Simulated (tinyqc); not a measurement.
Pi bands of a honeycomb layer in tight binding: one step. H and S at one k. Three cases, with inputs chosen for the exercise.

Question. Form f, w, F and the two matrices.

Lattice vectors a (1,0) and a (1/2, sqrt3/2); f = exp(i ky a/sqrt3) + 2 cos(kx a/2) exp(-i ky a/(2 sqrt3)), w = |f|. H = [[D - t2 F, -t f], [., -D - t2 F]] with F = w^2 - 3, S = [[1, s0 f], [., 1]]; the levels solve det(H - E S) = 0. K = (4 pi/3a, 0), M = (pi/a, pi/(sqrt3 a)); w = 3, 1, 0 at Gamma, M, K.

Case 1.

Values chosen (of the size used for graphene; the results hold for these values, not for the real material): a = 2.46 angstrom (lattice constant); t = 2.72 eV (nearest hopping); t2 = 0.08 eV (second-neighbour hopping); s0 = 0.112 (overlap of neighbours); D = 0 eV (+D on A, -D on B); k = (0.66, 0.41) 1/angstrom (wave vector).

Case 2.

Values chosen (of the size used for graphene; the results hold for these values, not for the real material): a = 2.46 angstrom (lattice constant); t = 2.77 eV (nearest hopping); t2 = 0.05 eV (second-neighbour hopping); s0 = 0.049 (overlap of neighbours); D = 0 eV (+D on A, -D on B); k = (0.2, 0.78) 1/angstrom (wave vector).

Case 3.

Values chosen (of the size used for hexagonal BN; the results hold for these values, not for the real material): a = 2.5 angstrom (lattice constant); t = 2.23 eV (nearest hopping); t2 = 0.17 eV (second-neighbour hopping); s0 = 0.044 (overlap of neighbours); D = 2.76 eV (+D on A, -D on B); k = (1.29, 0.28) 1/angstrom (wave vector).

Give: f; w; F; H; S.

Answer.

Case 1.

f = 2.15365+0.15485i
w = 2.15921
F = 1.66219

H (eV):
```
                 A                B
A          -0.1330  -5.8579-0.4212i
B  -5.8579+0.4212i          -0.1330
```

S:
```
                  A                 B
A           1.00000  0.24121+0.01734i
B  0.24121-0.01734i           1.00000
```

Case 2.

f = 2.09635-0.12563i
w = 2.10012
F = 1.41048

H (eV):
```
                 A                B
A          -0.0705  -5.8069+0.3480i
B  -5.8069-0.3480i          -0.0705
```

S:
```
                  A                 B
A           1.00000  0.10272-0.00616i
B  0.10272+0.00616i           1.00000
```

Case 3.

f = 0.83775+0.40997i
w = 0.93269
F = -2.13010

H (eV):
```
                 A                B
A           3.1221  -1.8682-0.9142i
B  -1.8682+0.9142i          -2.3979
```

S:
```
                  A                 B
A           1.00000  0.03686+0.01804i
B  0.03686-0.01804i           1.00000
```

Computed by tinyqc, one run a case: `OMP_NUM_THREADS=1 python tinyqc.py N N+1 out.jsonl` with N = 1451669, 1452542, 1452640; one thread of a shared Intel(R) Xeon(R) Processor @ 2.30GHz, about 0.01 s a run at most.
